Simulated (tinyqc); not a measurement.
Weaire-Thorpe hybrids on a Bethe lattice: gap and dangling bond of an amorphous tetrahedral solid: one step. Densities at that energy. Two cases, with inputs chosen for the exercise.

Task: With z = E + i eta, b = z - V1 - S: full atom G = (b + 3 V1)/(b (b + 4 V1)); g = S/V2^2; dangling hybrid 1/(1/g - dh); densities -Im G/pi.

Four sp3 hybrids an atom at energy 0, coupled by -V1 on the atom and by -V2 along a bond; the bonds form a tree (no rings). For any network the gap runs at least from -V2 + V1 to V2 - 3 V1, and p-like states pile up at -V2 + V1 and V2 + V1. On the tree the gap is wider: it ends at Ec = -V1 + sqrt(V2^2 + 4 V1^2 - 2 sqrt3 V1 V2), which makes it well wider than the gaps of the real glasses. A branch seen from a hybrid has the self-energy S = V2^2 g, where g is the Green function of the hybrid across the bond, whose three partners carry S themselves. With a = z - V1, b = a - S: g = 1/(a + V1 b/(b + 3 V1)), z = E + i eta. A full atom has G = (1/b)(b + 3 V1)/(b + 4 V1) per hybrid; a dangling hybrid with shift dh has G = 1/(1/g - dh).

Case 1.

Values chosen (of the size of tabulated hybrid energies for amorphous germanium; the results hold for these values, not for the real material): V1 = 1.9 eV (coupling of two hybrids on one atom); V2 = 4.28 eV (coupling of the two hybrids of a bond); E = 3.23 eV (energy); eta = 0.05 eV (broadening); dh = 0.32 eV (shift of the dangling hybrid (rehybridisation)).

S = 4.626860-4.238061i eV

Case 2.

Values chosen (of the size of tabulated hybrid energies for amorphous silicon; the results hold for these values, not for the real material): V1 = 1.7 eV (coupling of two hybrids on one atom); V2 = 4.52 eV (coupling of the two hybrids of a bond); E = 0.7 eV (energy); eta = 0.03 eV (broadening); dh = 0.06 eV (shift of the dangling hybrid (rehybridisation)).

S = 10.880119-3.647658i eV

Give: G; densities.

Result:

Case 1.

G (1/eV): (bulk) -0.0554-0.1390i, (dangling with dh = 0) 0.2526-0.2314i, (dangling with dh) 0.2529-0.2721i
densities (1/eV): (bulk) 0.0442, (dangling with dh = 0) 0.0736, (dangling with dh) 0.0866

Case 2.

G (1/eV): (bulk) -0.0899-0.0412i, (dangling with dh = 0) 0.5325-0.1785i, (dangling with dh) 0.5480-0.1905i
densities (1/eV): (bulk) 0.0131, (dangling with dh = 0) 0.0568, (dangling with dh) 0.0606

Computed by tinyqc, one run a case: `OMP_NUM_THREADS=1 python tinyqc.py N N+1 out.jsonl` with N = 1481880, 1482118; one thread of a shared Intel(R) Xeon(R) Processor @ 2.30GHz, about 0.03 s a run at most.
